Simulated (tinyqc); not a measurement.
Three voltage laws: time-dependent dielectric breakdown: cell percolation, Weibull statistics, area scaling and voltage extrapolation. Computed by tinyqc, a small Python program. Command: `OMP_NUM_THREADS=1 python tinyqc.py 3027081 3027082 out.jsonl tddb walk`. One thread of a shared host (Intel(R) Xeon(R) Processor @ 2.30GHz), about 0.01 s of CPU time with the checks.

The oxide is divided into columns of area a^2, each holding m = t_ox/a cells (m is taken as continuous). A share lambda(t) = (t/t_1)^alpha of the cells is defective, and a column whose cells are all defective breaks down.

Inputs (values chosen for the exercise, for a model gate oxide):
```
quantity                                                 value  unit
oxide thickness t_ox                                       2.3    nm
defect cell size a                                         1.3    nm
exponent alpha of defect growth                            0.9     -
time t_1 at which the occupied share would reach 1       1e+07     s
test area A                                                 10  um^2
product area A_u                                         4e+06  um^2
stress voltage V                                          3.32     V
use voltage V_u                                            1.8     V
local exponent n = -d ln t/d ln V at the stress voltage     34     -
activation energy E_a                                     0.54    eV
stress temperature T                                       125     C
use temperature T_u                                         55     C
allowed failure fraction F                               1e-06     -
```

Voltage law used: E.

Constants: k_B = 8.617333262e-05 eV/K.

Method:
- Failure fraction F = 1 - (1 - lambda^m)^N with N = A/a^2 columns, which for small lambda^m is 1 - exp(-(t/t63)^beta) with beta = alpha m and t63 = t_1 N^(-1/beta); critical share lambda(t63) = N^(-1/m). 1 um^2 = 1e6 nm^2.
- All three voltage laws share the slope n at the stress voltage. Factor t(V_u)/t(V): E law exp(n (1 - V_u/V)); 1/E law exp(n (V/V_u - 1)); power law (V/V_u)^n.
- Temperatures in kelvin are T(C) + 273.15.
- Temperature factor exp[(E_a/k_B)(1/T_u - 1/T)]; area factor (A/A_u)^(1/beta); percentile factor (-ln(1 - F))^(1/beta); life = t63 x all four; 1 year = 3.15576e7 s.
- Life = t63 x voltage, temperature, area and percentile factors, the last three as above.

projected life = 1.51354e-04 years

voltage factor = 5.75895e+06

Log10 of the life in years:
```
V_u/V  V_u (V)    E law  1/E law  power law
1.00     3.320  -10.580  -10.580    -10.580
0.95     3.154   -9.842   -9.803     -9.823
0.90     2.988   -9.104   -8.940     -9.025
0.80     2.656   -7.627   -6.889     -7.285
0.70     2.324   -6.151   -4.252     -5.314
0.60     1.992   -4.674   -0.736     -3.037
0.50     1.660   -3.197    4.186     -0.345
0.40     1.328   -1.721   11.569      2.950
```

At V_u/V = 0.9 the laws differ by 0.16 decades at most, and at 0.5 by 7.4. The E law is the most cautious and the 1/E law the most hopeful. Ten years are reached at V_u/V = 0.216 (E), 0.560 (1/E), 0.456 (power). Caution: t_1 is an input here; in a real oxide it changes with thickness at fixed voltage. Caution: the rows at low voltage extrapolate over many decades and cannot be tested.
